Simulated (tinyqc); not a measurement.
Changing the misfit f = (b - a)/a: Frenkel-Kontorova chain: a misfit dislocation (kink) in a monolayer on a periodic substrate. Computed by tinyqc, a small Python program. Command: `OMP_NUM_THREADS=1 python tinyqc.py 3004818 3004819 out.jsonl fkchain sweep`. One thread of a shared host (Intel(R) Xeon(R) Processor @ 2.30GHz), about 0.03 s of CPU time with the checks.

E = sum_j [(k/2)(x_(j+1) - x_j - b)^2 + (W/2)(1 - cos(2 pi x_j/a))], x_j = a (j + u_j). A kink takes u from 0 to 1: the chain is stretched by one period and has one atom fewer than wells.

Inputs (values chosen for the exercise, for a model overlayer):

| quantity | value | unit |
|---|---|---|
| spring constant k | 6.23 | eV/angstrom^2 |
| substrate period a | 3.17 | angstrom |
| corrugation W | 2.93 | eV |
| atomic mass M | 38.1 | u |

Constants: nu for 1 eV/(angstrom^2 u) = 15.6333042 THz.

Method. l0 = sqrt(k a^2/(2 W)); kink u(j) = (2/pi) arctan exp(pi j/l0); kink energy at f = 0: E0 = (4/pi) W l0; with misfit E0 - k a^2 f; kinks become favourable at f_c = 2/(pi l0), and a coherent chain with free ends loses stability at f_m = 1/l0. Lowest vibration of the flat chain: nu0 = 15.6333042 THz x sqrt(2 pi^2 W/(a^2 M)).

One run for each value:

| misfit f = (b - a)/a | kink energy with misfit (eV) |
|---|---|
| 0.010 | 11.57 |
| 0.051 | 9.00 |
| 0.093 | 6.37 |
| 0.130 | 4.06 |
| 0.180 | 0.92 |
| 0.220 | -1.58 |
| 0.260 | -4.08 |
| 0.300 | -6.59 |

Over the rows, kink energy with misfit (eV) falls from 11.6 to -6.59. It is linear in f, with slope -k a^2, and passes zero at f_c = 0.195, beyond which kinks lower the energy; they enter without a barrier only above f_m = (pi/2) f_c.

Caution (all rows): a corrugation above 1 eV is larger than real overlayers usually show; it is chosen to keep the kink narrow.
